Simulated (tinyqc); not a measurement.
Polytypes by hexagonality, and a cubic inclusion as a quantum well: sweeps and comparisons. A value that a table varies takes the place of the one given here.

Gap: E3 + (E2 - E3) h. Valence top Ev2 h and polarisation P2 h, both counted from 3C; Ec = Ev + gap.

A cubic inclusion of width L = N d in the host (h = 1) is a well of depth V = Ec(host) - Ec(3C). Square well with mass mismatch: k tan(k L/2) = (m_w/m_b) q, k = sqrt(m_w E/c), q = sqrt(m_b (V - E)/c), c = hbar^2/2m0, lowest root. The depth of the level, V - E, is its binding, and the transition to the valence top of the host is gap(host) - (V - E). The step in polarisation gives a field |F| = |P|/(eps eps0) in a thin inclusion, eps0 = 8.8541878e-12 F/m.

Constants: hbar^2/2m0 = 3.80998211 eV angstrom^2.

Inputs chosen for the exercise (of the order of those of InP; shifted at random, so the results belong to these values and not to a real crystal):
- E3 = 1.415 eV (gap of the cubic polytype)
- E2 = 1.491 eV (gap of 2H)
- Ev2 = 0.043 eV (valence top of 2H above that of 3C)
- P2 = -0.002 C/m^2 (spontaneous polarisation of 2H)
- m = (0.08, 0.08) m0 (electron mass along c in the cubic layer and in the host)
- d = 3.39 angstrom (thickness of a double layer)
- eps = 12.3 (dielectric constant)
- N = 6 (double layers in the cubic inclusion)

## Width of the inclusion

Without the field: square well. With it, the potential inside is |F| (z - L/2), the host conduction edge lies at V - |F| L/2 on one side and V + |F| L/2 on the other, and the lowest level E_F is found by finite differences (step 0.25 angstrom, wide box, good to about 1 meV). Holes sit in the host on the high side, so the transition is gap(host) - V + E_F - |F| L/2. A dash: bound by less than 2 meV or not at all.

Results:

| N | L (angstrom) | depth (eV) | transition (eV) | depth below the low side, with field (eV) | transition with field (eV) |
|---|---|---|---|---|---|
| 2 | 6.78 | 0.003 | 1.488 | - | - |
| 4 | 13.56 | 0.012 | 1.479 | 0.003 | 1.463 |
| 6 | 20.34 | 0.023 | 1.468 | 0.008 | 1.445 |
| 10 | 33.90 | 0.045 | 1.446 | 0.020 | 1.409 |
| 15 | 50.85 | 0.066 | 1.425 | 0.029 | 1.369 |
| 20 | 67.80 | 0.080 | 1.411 | 0.032 | 1.334 |
| 30 | 101.70 | 0.096 | 1.395 | 0.034 | 1.270 |

What can be read from the table?

The square well binds a level even at N = 2 (3 meV), as any symmetric one-dimensional well does; the depth grows to 96 of 119 meV, and the transition tends to E3 - Ev(host) = 1.372 eV. With the field the level is bound by 2 meV or more for N = 4, 6, 10, 15, 20 and 30, and the transition is lowered by 16 meV at N = 4 and 125 meV at N = 30, where |F| L/2 = 93 meV. Free carriers or surface charge screen the field and the step between the two sides; with the field removed every row returns to its square-well depth, and the attraction to the hole, left out here, binds the electron further.

## What each parameter does

Well depth, depth of the level, transition without the field and field. Each row changes one parameter from the base and keeps the others.

Results:

| case | V (eV) | depth (eV) | transition (eV) | \|F\| (MV/cm) |
|---|---|---|---|---|
| base | 0.1190 | 0.0231 | 1.4679 | 0.184 |
| N = 7 | 0.1190 | 0.0290 | 1.4620 | 0.184 |
| Ev2 = 0.073 eV | 0.1490 | 0.0342 | 1.4568 | 0.184 |
| E3 = 1.395 eV | 0.1390 | 0.0303 | 1.4607 | 0.184 |
| E2 = 1.521 eV | 0.1490 | 0.0342 | 1.4868 | 0.184 |
| P2 = -0.0026 C/m^2 | 0.1190 | 0.0231 | 1.4679 | 0.239 |
| eps = 13.3 | 0.1190 | 0.0231 | 1.4679 | 0.170 |
| m = (0.096, 0.08) m0 | 0.1190 | 0.0236 | 1.4674 | 0.184 |

What does this show?

The largest shifts from the base row, up to three for each result and ties (the steps differ in size, so this ranks the rows, not the parameters). V (eV): Ev2 +0.0300, E2 +0.0300, E3 +0.0200; unchanged at the printed digits by N, P2, eps and m. depth (eV): Ev2 +0.0111, E2 +0.0111, E3 +0.0072; unchanged at the printed digits by P2 and eps. transition (eV): E2 +0.0189, Ev2 -0.0111, E3 -0.0072; unchanged at the printed digits by P2 and eps. |F| (MV/cm): P2 +0.055, eps -0.014; unchanged at the printed digits by N, Ev2, E3, E2 and m.

Computed by tinyqc, a small Python program: `OMP_NUM_THREADS=1 python tinyqc.py 1851069 1851070 out.jsonl` (the numbers bound the seed that draws the inputs); one thread of a shared host (Intel(R) Xeon(R) Processor @ 2.30GHz), about 0.09 s for the whole set of steps.
